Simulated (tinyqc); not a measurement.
Inside a calculation: thin (001) film in sp3s* tight binding with raised dangling bonds. Values are carried at full precision from step to step, so a last printed digit may differ when a step is redone from the rounded ones.

sp3s* tight binding, nearest neighbours only: anion (a) at 0, cation (c) at a/4 (1,1,1), orbitals s, px, py, pz, s* on each; k in units of 2 pi/a. With phases e_j = exp(i (pi/2) k.n_j) for n = (1,1,1), (1,-1,-1), (-1,1,-1), (-1,-1,1): g0 = (e1+e2+e3+e4)/4, g1 = (e1+e2-e3-e4)/4, g2 = (e1-e2+e3-e4)/4, g3 = (e1-e2-e3+e4)/4. The diagonal holds the levels Esa, Epa, Exa (s*) and Esc, Epc, Exc. Anion-cation block: <sa|sc> = Vss g0; <sa|xc> = Vsapc g1; <xa|sc> = -Vscpa g1; <xa|xc> = Vxx g0; <xa|yc> = <ya|xc> = Vxy g3, <xa|zc> = <za|xc> = Vxy g2, <ya|zc> = <za|yc> = Vxy g1; <s*a|xc> = Vxapc g1; <xa|s*c> = -Vpaxc g1; y and z take g2 and g3 in place of g1; s-s* and s*-s* vanish.

Values chosen for the exercise (out of a larger set: near a published set for Ge, fitted to gaps, whose masses and valley positions are rough; the L valleys, lowest in Ge, lie off zero in-plane momentum and are not seen; not measured data):
- p = (-5.935, 1.606, -5.935, 1.606, 6.317, 6.317, -6.803, 1.622, 4.928, 5.455, 5.455, 5.195, 5.195) eV (order Esa, Epa, Esc, Epc, Exa, Exc, Vss, Vxx, Vxy, Vsapc, Vscpa, Vxapc, Vpaxc)
- N = 4 (atomic planes in the small film)
- dl = 10 eV (shift of the dangling hybrids)

## Bulk edges along [001]

Gap at Gamma and minimum on (0,0,kz), kz from 0.5 to 1, from the bulk Ev. States at zero in-plane momentum come from this line alone.

edges (eV): Gamma 0.8840, Delta 0.7818

kz of the minimum = 0.8118 2 pi/a

## The two blocks of the small film

Planes alternate anion (a), cation (c) along [001], a/4 apart, starting with an anion; zero in-plane momentum; levels counted from the bulk Ev, the lower root of [[Epa, Vxx], [Vxx, Epc]]; no spin-orbit coupling. Block of s, pz, s*: from an anion to the cation above, Vss/2 (s,s), Vsapc/2 (s,z), -Vscpa/2 (z,s), Vxx/2 (z,z), Vxapc/2 (s*,z), -Vpaxc/2 (z,s*); to the cation below the same with the s-z and s*-z signs reversed. Block of u = (px + py)/sqrt2 and v = (px - py)/sqrt2: to the cation above (Vxx + Vxy)/2 for u and (Vxx - Vxy)/2 for v, to the cation below the reverse. Each surface atom has two dangling sp3 hybrids; raising both by dl adds (dl/2) [[1, t], [t, 1]] to its s, pz levels (t = -1 at the bottom face, +1 at the top) and dl to the one of u, v in whose plane the missing bonds lie (v for a bottom anion or a top cation, u for a top anion).

Fill them in.

s, pz, s* block (eV):
```
        sa1     za1    *a1     sc2     zc2     *c2     sa3     za3     *a3     sc4    zc4     *c4
sa1  -0.919  -5.000      0  -3.401   2.728       0       0       0       0       0      0       0
za1  -5.000   6.622      0  -2.728   0.811  -2.598       0       0       0       0      0       0
*a1       0       0  6.333       0   2.598       0       0       0       0       0      0       0
sc2  -3.401  -2.728      0  -5.919       0       0  -3.401   2.728       0       0      0       0
zc2   2.728   0.811  2.598       0   1.622       0  -2.728   0.811  -2.598       0      0       0
*c2       0  -2.598      0       0       0   6.333       0   2.598       0       0      0       0
sa3       0       0      0  -3.401  -2.728       0  -5.919       0       0  -3.401  2.728       0
za3       0       0      0   2.728   0.811   2.598       0   1.622       0  -2.728  0.811  -2.598
*a3       0       0      0       0  -2.598       0       0       0   6.333       0  2.598       0
sc4       0       0      0       0       0       0  -3.401  -2.728       0  -0.919  5.000       0
zc4       0       0      0       0       0       0   2.728   0.811   2.598   5.000  6.622       0
*c4       0       0      0       0       0       0       0  -2.598       0       0      0   6.333
```

u, v block (eV):
```
       ua1     va1     uc2     vc2     ua3     va3    uc4     vc4
ua1  1.622       0   3.275       0       0       0      0       0
va1      0  11.622       0  -1.653       0       0      0       0
uc2  3.275       0   1.622       0  -1.653       0      0       0
vc2      0  -1.653       0   1.622       0   3.275      0       0
ua3      0       0  -1.653       0   1.622       0  3.275       0
va3      0       0       0   3.275       0   1.622      0  -1.653
uc4      0       0       0       0   3.275       0  1.622       0
vc4      0       0       0       0       0  -1.653      0  11.622
```

## Levels of the small film

Diagonalise both blocks.

levels of the s, pz, s* block (eV): -11.747  -8.900  -4.346  1.157  1.438  1.699  5.418  5.695  7.849  8.082  10.738  11.061

levels of the u, v block (eV): -2.582  -1.856  -0.929  4.173  4.513  5.826  11.825  12.006

No level lies between 0 and the bulk edge 0.782 eV; confinement has widened the gap at zero in-plane momentum to 2.086 eV.

## Checks

- Lowest conduction level of 201 planes, with the dangling hybrids shifted far away, against the bulk edge: 0.7823 against 0.7818.

Run: tinyqc, `OMP_NUM_THREADS=1 python tinyqc.py 1450564 1450565 out.jsonl`; Intel(R) Xeon(R) Processor @ 2.30GHz, one thread, shared host; about 0.6 s of CPU time with all checks.
